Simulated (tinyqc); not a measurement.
Plane-wave Kohn-Sham cycle with exchange-only LDA in a layered model solid, step by step. Computed by tinyqc, a small Python program that keeps every step. Settings: points = 16, plane-wave index or count = 2, electrons = 4, k points = 2, area = 10.0, mixing = 1.0, iteration cap = 75. Command: `OMP_NUM_THREADS=1 python tinyqc.py 31788 31789 out.jsonl` (the two numbers bound the seeds that draw the settings). One thread of a shared host (Intel(R) Xeon(R) Processor @ 2.60GHz), about 0.02 s of CPU time with the checks.

A solid whose potential varies along x alone (atomic units):

| parameter | value |
|---|---|
| period a | 10.600000 |
| cross-section of the cell | 10.000000 |
| electrons per cell | 4 |
| grid points | 16 |
| plane waves -n..n, n | 2 |
| k points | 2 |
| V1 in V1 cos(2 pi x/a) | -0.390000 |
| V2 in V2 cos(4 pi x/a) | -0.270000 |

Stop when sqrt(dV sum R^2) is below 1e-8, dV = a A/N.

Course of the cycle:

| iteration | E (hartree) | norm of the residual |
|---|---|---|
| 1 | -1.22545041 | 2.55e-01 |
| 2 | -3.03275858 | 6.02e-01 |
| 3 | -6.89653333 | 7.28e-01 |
| 4 | -5.34139766 | 7.43e-01 |
| 5 | -7.20638165 | 7.43e-01 |
| 6 | -5.34635494 | 7.43e-01 |
| 7 | -7.20655807 | 7.43e-01 |
| 8 | -5.34635856 | 7.43e-01 |
| 9 | -7.20655823 | 7.43e-01 |
| 10 | -5.34635857 | 7.43e-01 |
| 11 | -7.20655823 | 7.43e-01 |
| ... | ... | ... |
| 65 | -7.20655823 | 7.43e-01 |
| 66 | -5.34635857 | 7.43e-01 |
| 67 | -7.20655823 | 7.43e-01 |
| 68 | -5.34635857 | 7.43e-01 |
| 69 | -7.20655823 | 7.43e-01 |
| 70 | -5.34635857 | 7.43e-01 |
| 71 | -7.20655823 | 7.43e-01 |
| 72 | -5.34635857 | 7.43e-01 |
| 73 | -7.20655823 | 7.43e-01 |
| 74 | -5.34635857 | 7.43e-01 |
| 75 | -7.20655823 | 7.43e-01 |

Can the last value be used, and what does the course show?

Not by the stop rule. Not converged within 75 iterations: the residual has stopped falling: the iteration swings between two states. Reruns (cap 100 unless said): mixing 0.1: not converged; mixing 0.5, Kerker q0 1.0: converged in 44 (E = -0.99938); mixing 0.3, Pulay depth 5: converged in 13 (E = -0.99938); the original settings with a cap of 400: not converged.
